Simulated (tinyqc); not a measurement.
Eight-band Kane k.p model: sweeps and comparisons. A value that a table varies takes the place of the one given here.

Eight-band Kane model, basis S, X, Y, Z times spin, zero of energy at the top of the unstrained valence band, c = hbar^2/2m0. Within each spin: H_SS = Eg + A c k^2, H_SX = i P kx (likewise Y, Z), H_XX = -Dso/3 + L kx^2 + M (ky^2 + kz^2), H_XY = N kx ky, and cyclic. Spin-orbit term (Dso/3) L.sigma on X, Y, Z with (L_k)_ij = -i epsilon_kij: <X+|H|Y+> = -i Dso/3, <X+|H|Z-> = Dso/3, <Y+|H|Z-> = -i Dso/3, <Z+|H|X-> = -Dso/3, <Z+|H|Y-> = i Dso/3, <X-|H|Y-> = i Dso/3, and their conjugates; + and - are the spin along z. Terms from inversion asymmetry are left out, so every level is twofold.

P = sqrt(Ep c); A = 1/me - Ep (Eg + 2 Dso/3)/(Eg (Eg + Dso)) keeps the electron mass; g1' = g1 - Ep/(3 Eg), g2' = g2 - Ep/(6 Eg), g3' = g3 - Ep/(6 Eg) remove the coupling to S that the Luttinger values already hold; L = -c (g1' + 4 g2'), M = -c (g1' - 2 g2'), N = -6 c g3'.

Constants: hbar^2/2m0 = 3.80998211 eV angstrom^2.

Values chosen for the exercise (near those of GaSb; the results hold for these values, not for the real material):

| symbol | value | unit | meaning |
|---|---|---|---|
| Eg | 0.82 | eV | gap at Gamma to the s-like level |
| Dso | 0.74 | eV | spin-orbit splitting |
| Ep | 25.9 | eV | Kane energy |
| me | 0.0386 | m0 | electron mass at Gamma |
| g1 | 13.45 |  | Luttinger gamma1 |
| g2 | 4.69 |  | gamma2 |
| g3 | 5.99 |  | gamma3 |
| kmax | 0.1 | 1/angstrom | end of the path |

## Non-parabolicity of the conduction band

Unstrained, along [111], six points up to kmax. Parabolic: E = c k^2/me. Two-band form: E (1 + alpha E) = c k^2/me with alpha = (1 - me)^2/Eg. The column alpha(k) solves that form for alpha with the eight-band energy. Energies from the conduction edge.

Energies:

| \|k\| (1/angstrom) | parabolic (eV) | two-band (eV) | eight-band (eV) | alpha(k) (1/eV) | parabolic / eight-band |
|---|---|---|---|---|---|
| 0.0167 | 0.0274 | 0.0266 | 0.0265 | 1.378 | 1.036 |
| 0.0333 | 0.1097 | 0.0987 | 0.0966 | 1.401 | 1.135 |
| 0.0500 | 0.2468 | 0.2012 | 0.1932 | 1.435 | 1.277 |
| 0.0667 | 0.4387 | 0.3219 | 0.3030 | 1.478 | 1.448 |
| 0.0833 | 0.6854 | 0.4536 | 0.4183 | 1.527 | 1.639 |
| 0.1000 | 0.9870 | 0.5920 | 0.5348 | 1.581 | 1.846 |

alpha = 1.127 1/eV

What can be read from the table?

At the last point the parabola lies a factor 1.85 above the eight-band value, and the two-band form 57.2 meV above it. The parabola stays within 5 % up to |k| = 0.0167 1/angstrom of the points listed. alpha(k) goes from 1.378 to 1.581 1/eV, a spread of 14.8 % over this range; the simple rule gives 1.127, 18 % below the first value, as it knows neither Dso nor the remote terms.

## Four, six or eight bands for the holes

Unstrained, along [110]. Six bands: the X, Y, Z block alone with the full g1, g2, g3 in L, M, N. Four bands: the same with Dso sent to infinity. HH, LH and SO name the pairs from the top.

Valence levels (eV):

| \|k\| (1/angstrom) | HH 4 | HH 6 | HH 8 | LH 4 | LH 6 | LH 8 | SO 6 | SO 8 |
|---|---|---|---|---|---|---|---|---|
| 0.0167 | -0.0022 | -0.0022 | -0.0022 | -0.0263 | -0.0259 | -0.0253 | -0.7546 | -0.7490 |
| 0.0333 | -0.0087 | -0.0086 | -0.0086 | -0.1051 | -0.0986 | -0.0912 | -0.8036 | -0.7773 |
| 0.0500 | -0.0197 | -0.0190 | -0.0190 | -0.2366 | -0.2022 | -0.1781 | -0.9032 | -0.8278 |
| 0.0667 | -0.0350 | -0.0328 | -0.0328 | -0.4206 | -0.3108 | -0.2696 | -1.0796 | -0.9046 |
| 0.0833 | -0.0546 | -0.0493 | -0.0493 | -0.6571 | -0.4045 | -0.3561 | -1.3538 | -1.0102 |
| 0.1000 | -0.0786 | -0.0679 | -0.0678 | -0.9462 | -0.4813 | -0.4350 | -1.7282 | -1.1438 |

What does this show?

At |k| = 0.1000 the heavy holes of the three models span 10.9 meV and the light holes 511.2 meV. The split-off band moves the light hole by +465.0 meV and treating the conduction band exactly moves it by +46.2 meV more; the split-off band matters more here, where the four-band light-hole energy is 1.28 times Dso and 1.15 times Eg. The four-band light hole has even passed below -Dso = -0.74 eV, where that model has no meaning.

## What each parameter does

Unstrained; levels at |k| = kmax along [111], all derived values formed anew. Each row changes one parameter from the base and keeps the others.

Results:

| case | conduction (eV) | heavy hole (eV) | light hole (eV) | split-off (eV) |
|---|---|---|---|---|
| base | 1.3548 | -0.0560 | -0.4106 | -1.1682 |
| Eg = 0.902 eV | 1.4587 | -0.0560 | -0.4119 | -1.2147 |
| Dso = 0.814 eV | 1.3588 | -0.0560 | -0.4286 | -1.2187 |
| Ep = 23.31 eV | 1.3650 | -0.0560 | -0.4082 | -1.1999 |
| me = 0.0347 m0 | 1.4392 | -0.0560 | -0.4014 | -1.1509 |
| g1 = 12.105 | 1.3677 | -0.0048 | -0.3638 | -1.1254 |
| g2 = 5.159 | 1.3548 | -0.0560 | -0.4106 | -1.1682 |
| g3 = 6.589 | 1.3339 | -0.0104 | -0.3837 | -1.2198 |

How do the results move?

The largest shifts from the base row, up to three for each result and ties (the steps differ in size, so this ranks the rows, not the parameters). conduction (eV): Eg +0.1040, me +0.0845, g3 -0.0209; unchanged at the printed digits by g2. heavy hole (eV): g1 +0.0512, g3 +0.0456; unchanged at the printed digits by Eg, Dso, Ep, me and g2. light hole (eV): g1 +0.0468, g3 +0.0269, Dso -0.0180; unchanged at the printed digits by g2. split-off (eV): g3 -0.0517, Dso -0.0505, Eg -0.0466; unchanged at the printed digits by g2. Along [111] the heavy hole follows g1 - 2 g3 alone.

tinyqc: `OMP_NUM_THREADS=1 python tinyqc.py 1051231 1051232 out.jsonl`; about 0.01 s, one thread, shared Intel(R) Xeon(R) Processor @ 2.30GHz.
